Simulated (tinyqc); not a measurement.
Spectrum around the optical phonon: single-oscillator infrared dielectric function of a polar cubic crystal. Computed by tinyqc, a small Python program. Command: `OMP_NUM_THREADS=1 python tinyqc.py 3021279 3021280 out.jsonl infrared walk`. One thread of a shared host (Intel(R) Xeon(R) Processor @ 2.30GHz), about 0.01 s of CPU time with the checks.

One ion pair, charges +Z* and -Z*, in a cell of volume Omega = a^3/4. Frequencies omega are given as wavenumbers (1/cm); eps_s is the static dielectric constant.

Inputs (values chosen for the exercise, for a model crystal):
```
quantity                value        unit
lattice constant a       6.08    angstrom
mass M_A                   35           u
mass M_B                  125           u
omega_TO                  694        1/cm
Born charge Z*           2.71           e
eps_inf                  7.34           -
phonon damping gamma      7.8        1/cm
carrier density N     3.9e+16      1/cm^3
carrier mass m*          0.24         m_0
carrier mobility          120  cm^2/(V s)
```

Structure: zinc blende. Free carriers: present.

Constants: nu for 1 eV/(angstrom^2 u) = 15.6333042 THz; 1 THz = 33.35640952 1/cm; e^2/(4 pi eps_0) = 14.39964548 eV angstrom; e = 1.602176634e-19 C; eps_0 = 8.8541878128e-12 F/m; m_0 = 9.1093837015e-31 kg; c = 299792458 m/s.

Method:
- mu = M_A M_B/(M_A + M_B); ionic plasma term W^2 = 4 pi Z*^2 (e^2/(4 pi eps_0))/(Omega mu) in eV/(angstrom^2 u), turned into 1/cm by W = 15.6333042 x 33.35640952 x sqrt(W^2); omega_LO^2 = omega_TO^2 + W^2/eps_inf; eps_s = eps_inf + W^2/omega_TO^2; Szigeti charge 3 Z*/(eps_inf + 2); longitudinal (Callen) charge Z*/eps_inf.
- omega_p^2 = N e^2/(eps_0 eps_inf m*), gamma_p = e/(m* x mobility), both divided by 2 pi c (c in cm/s) to give 1/cm. m* is held constant, though in narrow-gap crystals it rises with N at high doping.
- eps(omega) = eps_inf + W^2/(omega_TO^2 - omega^2 - i gamma omega) - eps_inf omega_p^2/(omega^2 + i gamma_p omega); n + i k = sqrt(eps) with k >= 0; R = |(n + i k - 1)/(n + i k + 1)|^2 at normal incidence from vacuum.
- The loss function is Im(-1/eps).

omega_LO = 716.715 1/cm

W = 484.982 1/cm

omega_p = 44.5625 1/cm

gamma_p = 324.211 1/cm

Spectrum:
```
omega (1/cm)   Re eps     Im eps         R  Im(-1/eps)
347            7.9265   0.065266   0.22640   0.0010387
590            9.0671   0.078303   0.25141  9.5237e-04
673            15.242     1.4624   0.35206   0.0062371
694            7.3152     43.462   0.63276    0.022375
700           -12.403     12.884   0.70166    0.040284
705           -6.2377     4.8543   0.65972    0.077701
712           -1.5506     1.9566   0.43537     0.31392
717           0.27785     1.2236   0.12582     0.77719
731            2.9077    0.48696  0.071360    0.056023
760            4.8770    0.15994   0.14201   0.0067172
824            6.1308   0.046092   0.18032   0.0012262
1080           6.9851  0.0076662   0.20339  1.5712e-04
1790           7.2492  0.0012408   0.21009  2.3612e-05
```

What does the comparison show, and why?

R peaks among these rows at 700 per cm with 0.70 and is lowest, 0.071, at 731; far above omega_LO it tends to ((sqrt(eps_inf) - 1)/(sqrt(eps_inf) + 1))^2 = 0.212. Im eps is largest at 694 and the loss function at 717: absorption marks the TO mode and the loss function the LO mode. Re eps is negative in some rows, where R averages 0.60. Caution: gamma_p is not small against omega_p, so the plasmon is strongly damped and a plasmon-like coupled mode marks no sharp feature.

Extremes, crossings and ranges named in words are read from the listed rows.
